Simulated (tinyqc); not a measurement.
## Yield against design margin

Cells fail independently with probability Q(k) = erfc(k/sqrt(2))/2 when the margin is k standard deviations, and Y = exp(-Nb Q(k)). phi = exp(-k^2/2)/sqrt(2 pi).  k = margin/s(dVT). With one spare that repairs any one cell, Y1 = exp(-x)(1 + x), x = Nb Q(k).

Values chosen for this exercise: number of cells Nb = 65536.

s(dVT) = 40.3 mV

Yield against design margin:

| M (mV) | k | Q(k) | expected failures x | Y | Y1 |
|---|---|---|---|---|---|
| 160 | 3.970 | 3.590e-5 | 2.353 | 0.09509 | 0.3188 |
| 172 | 4.268 | 9.862e-6 | 0.6463 | 0.5240 | 0.8626 |
| 180 | 4.467 | 3.975e-6 | 0.2605 | 0.7706 | 0.9714 |
| 188 | 4.665 | 1.543e-6 | 0.1011 | 0.9038 | 0.9952 |
| 200 | 4.963 | 3.475e-7 | 0.02277 | 0.9775 | 0.9997 |
| 212 | 5.261 | 7.181e-8 | 0.004706 | 0.9953 | 1.000 |
| 224 | 5.558 | 1.362e-8 | 8.926e-4 | 0.9991 | 1.000 |
| 240 | 5.955 | 1.298e-9 | 8.505e-5 | 0.9999 | 1.000 |

What does the table show?

Over a change of the margin from 160 to 240 mV, k goes from 3.97 to 5.96, the expected failures fall by 4.4 decades and the yield goes from 0.0951 to 0.9999. The spare helps most at M = 172 mV among the rows, where it lifts the yield from 0.524 to 0.863.

tinyqc, about 0.01 s, one thread, Intel Xeon 2.30GHz (shared host): `OMP_NUM_THREADS=1 python tinyqc.py 2090159 2090160 out.jsonl`
